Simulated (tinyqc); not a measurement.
## Nanowire ballistic transistor, top-of-the-barrier model: effect of the temperature

At the top of the source barrier, states moving towards the drain are filled by the source (Fermi level 0) and states moving back by the drain (Fermi level -q Vd); nothing scatters. U is the shift of the band edge there, set by the capacitances CG, CD and CS (the total) and by the charge. Parabolic one-dimensional subband; the source is grounded.

N0 = gv sqrt(2 m kB T/pi)/hbar, CG = 2 pi eps0 eox/ln(1 + 2 tox/d), CS = CG/aG, n0 = n at U = 0 and Vd = 0. eta1 = -(E0 + U)/Vt, eta2 = eta1 - Vd/Vt, n = (N0/2)[F_(-1/2)(eta1) + F_(-1/2)(eta2)], F_(-1/2)(x) = (1/sqrt(pi)) int_0^infinity u^(-1/2)/(1 + exp(u - x)) du. U = UL + q (n - n0)/CS with UL = -(aG Vg + aD Vd), energies in eV. I = gv (2 q^2/h) Vt [ln(1 + exp eta1) - ln(1 + exp eta2)]. CQ = (q/Vt) dn/d(eta1). E0 is held fixed.

Values chosen for this exercise; mass and valleys close to those of a monolayer dichalcogenide:
```
symbol  value  unit                                                                 meaning
m       0.481    m0                                                          effective mass
gv          2                                                             valley degeneracy
eox       7.5                                   relative permittivity of the gate insulator
tox       1.7    nm                                                     insulator thickness
d           6    nm                                                           wire diameter
aG       0.83                                                            gate control CG/CS
aD      0.102                                                           drain control CD/CS
E0       0.33    eV  band edge at the barrier top above the source Fermi level at zero bias
Vg        0.6     V                                                            gate voltage
Vd        0.6     V                                                           drain voltage
```

Constants: q = 1.602176634e-19 C, kB = 1.380649e-23 J/K, hbar = 1.054571817e-34 J s, h = 6.62607015e-34 J s, m0 = 9.1093837015e-31 kg, Vt = kB T/q, eps0 = 8.8541878128e-14 F/cm where lengths are in cm. Results are converted to the units shown.

Effect of the temperature:
```
T (K)	eta1	n (cm^-1)	I (uA)	mean velocity I/(q n) (cm/s)	CQ/CS
50	27.40	7.768e6	18.29	1.470e7	0.4718
77	17.80	7.764e6	18.30	1.471e7	0.4728
120	11.44	7.753e6	18.33	1.475e7	0.4755
180	7.646	7.730e6	18.38	1.484e7	0.4824
240	5.760	7.693e6	18.47	1.498e7	0.4924
300	4.634	7.646e6	18.60	1.518e7	0.5023
360	3.886	7.593e6	18.78	1.544e7	0.5093
420	3.353	7.539e6	19.00	1.573e7	0.5121
```

As T goes from 50 to 420 K, n falls from 7.77e6 to 7.54e6 cm^-1, the mean velocity rises from 1.47e7 to 1.57e7 cm/s and the current rises from 18.3 to 19.0 uA. CQ/CS goes from 0.47 to 0.51. In every row higher subbands of the wire, left out here, could begin to fill.

Numbers from tinyqc (`OMP_NUM_THREADS=1 python tinyqc.py 2400144 2400145 out.jsonl`; about 0.06 s on one thread of a shared Intel Xeon 2.30GHz).
